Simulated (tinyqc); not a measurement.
A log to judge: self-heating of a transistor with one or more fingers, with temperature-dependent conductivity. Computed by tinyqc. Command: `OMP_NUM_THREADS=1 python tinyqc.py 3010689 3010690 out.jsonl selfheat walk`. One thread of a shared host (Intel(R) Xeon(R) Processor @ 2.30GHz), about 0.1 s of CPU time with the checks.

N long parallel fingers lie on the top face of a slab whose bottom is held at T_0; the top is otherwise insulated, and heat flows in two dimensions. P in W/mm is 1000 P in W/m.

Inputs (values chosen for the exercise, modelled on germanium):

| quantity | value | unit |
|---|---|---|
| conductivity at the base temperature kappa_0 | 56.9 | W/(m K) |
| exponent m in kappa ~ T^-m | 1.29 | - |
| base temperature T_0 | 323 | K |
| power per gate width P | 0.79 | W/mm |
| fingers N | 6 | - |
| finger pitch s | 11 | micrometre |
| width of the heat source w | 0.28 | micrometre |
| substrate thickness t | 120 | micrometre |
| power coefficient beta | 9.6 | 1e-3/K |

Power: power rises with temperature.

Method:
- A line source of power P on the top face raises the top at distance x by (P/(pi kappa_0)) g(x), g(x) = -ln tanh(pi x/(4 t)) (the image sum for the slab). On a strip of width w the centre sees the mean of g over the strip, g_0 = 1 + ln(8 t/(pi w)) for w much below t.
- theta_i = (P/(pi kappa_0)) [g_0 + sum over j != i of g(|i - j| s)], with equal powers and constant conductivity; thermal resistance = largest theta/P.
- Kirchhoff transformation for kappa = kappa_0 (T/T_0)^-m: T = T_0 [1 - (m - 1) theta/T_0]^(-1/(m - 1)), where theta is the linear rise.
- The power follows P [1 + beta (T - T_0)] with T the peak temperature, for all fingers alike. Start at T_0 and repeat; stop when T changes by less than 1e-6 K, after 50 steps, or when the bracket falls below 0.05.

Iterations:

| step | power (W/mm) | T (K) | change (K) |
|---|---|---|---|
| 1 | 0.79000 | 421.36 | 98.36 |
| 2 | 1.53595 | 552.70 | 131.34 |
| 3 | 2.53207 | 823.89 | 271.19 |
| 4 | 4.58874 | 2257.04 | 1433.15 |

Can the last value be used, and what does the course show?

No. Not converged: the change grows again, so heat and power feed each other with a loop gain above 1. No steady state lies ahead: thermal runaway of the model, not a fault of the solver. Reruns converge with power per gate width P = 0.4; or with power per gate width P = 0.2. Reruns still fail with finger pitch s = 22.0; and with substrate thickness t = 60.0.
